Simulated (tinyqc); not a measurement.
# Worked calculation: CMOS latch-up, two-transistor model

Numbers from tinyqc (`OMP_NUM_THREADS=1 python tinyqc.py 2670108 2670109 out.jsonl`; about 0.06 s on one thread of a shared Intel Xeon 2.30GHz). Printed values are rounded.

A parasitic pnp (emitter at Vdd, base shunted by Rw) and npn (emitter at ground, base shunted by Rs) feed each other: the npn collector current flows out of the pnp base node, the pnp collector current into the npn base node. Forward-active transistors with constant gains: Icn = Isn exp(Vn/Vt), Icp = Isp (exp(Vp/Vt) - 1). A current Ii is injected into the npn base node.

Inputs (values chosen for the exercise); values close to those of bulk CMOS:
- T = 273 K (temperature)
- bn = 10.5 (current gain of the npn)
- bp = 4.9 (current gain of the pnp)
- Isn = 4.9e-17 A (saturation current of the npn at T)
- Isp = 2.6e-17 A (saturation current of the pnp at T)
- Rs = 260 ohm (substrate resistance shunting the npn)
- Rw = 4000 ohm (well resistance shunting the pnp)
- R2 = 130 ohm (resistance from the pnp collector to the npn base)
- Von = 0.75 V (base-emitter voltage in the on state)
- Vsat = 0.16 V (saturation voltage)
- Vdd = 2.5 V (supply voltage)
- Ii = 2.2 mA (current injected into the substrate)

Constants: q = 1.602176634e-19 C, kB = 1.380649e-23 J/K, Vt = kB T/q. Results are converted to the units shown.

## Holding current and voltage

On state with both base-emitter voltages at Von: npn base current Ib = (Von/Rs + bp Von/Rw)/(bn bp - 1), holding current Ih = (bn + 1) Ib + Von/Rs, holding voltage Vh = Vsat + Von + R2 (Ib + Von/Rs).

bn bp = 51.45
Ib = 0.0753888 mA
Ih = 3.75159 mA
Vh = 1.29480 V

Vh is below Vdd = 2.5 V, so the supply can sustain a latched state.

## The off branch

Vn, point 0 to 7 (V): 0.477  0.557  0.607  0.637  0.657  0.677  0.692  0.707

Node equations: Vp/Rw + Icp/bp = Icn and Vn/Rs + Icn/bn = Icp + Ii. Loop gain G = gn gp/[(1/Rw + gp/bp)(1/Rs + gn/bn)], gn = Icn/Vt, gp = (Icp + Isp)/Vt; the off state ends where G = 1, and Ii there is the trigger current. For each Vn: Icn, then Vp from the first equation, then Ii from the second.

```
point	Icn (mA)	Vp (V)	Icp (mA)	Ii (mA)	G
0	3.1330e-5	1.2532e-4	1.3887e-16	1.8346	1.5389e-15
1	9.3933e-4	0.0037573	4.5026e-15	2.1424	5.3789e-14
2	0.0078679	0.031471	7.3074e-14	2.3354	1.4528e-12
3	0.028163	0.11265	3.0973e-12	2.4527	1.6053e-10
4	0.065901	0.26360	1.9112e-9	2.5332	2.2133e-7
5	0.15421	0.61252	0.0052795	2.6133	1.1125
6	0.29176	0.72163	0.54560	2.1437	11.481
7	0.55199	0.74954	1.7866	0.98525	18.607
```

Ii peaks at 2.613 mA, at Vn = 0.6769 V where G = 1; beyond it the loop feeds itself.

## Iteration 1: response to the injected current, once round the loop per iteration

Vn at the start = 0.53 V

Icn = Isn exp(Vn/Vt); Vp solves Vp/Rw + Icp/bp = Icn; Vn(new) solves Vn/Rs + (Isn/bn) exp(Vn/Vt) = Icp + Ii.

Icn = 2.98113e-4 mA
Vp = 0.00119245 V
Icp = 1.35186e-15 mA
Vn after iteration 1 = 0.571956 V

## Course of the iteration: response to the injected current, once round the loop per iteration

Stop when Vn changes by less than 1e-9 V, or after 150 iterations. Vn must stay below 1.1 V.

Course of the iteration:
```
iteration	Vn (V)	|change| (V)
1	0.571956	0.0420
2	0.571956	< 1e-14
```

Converged in 2 iterations. An off state exists, since Ii is below the trigger current, the largest Ii that the node equations allow, 2.613 mA.
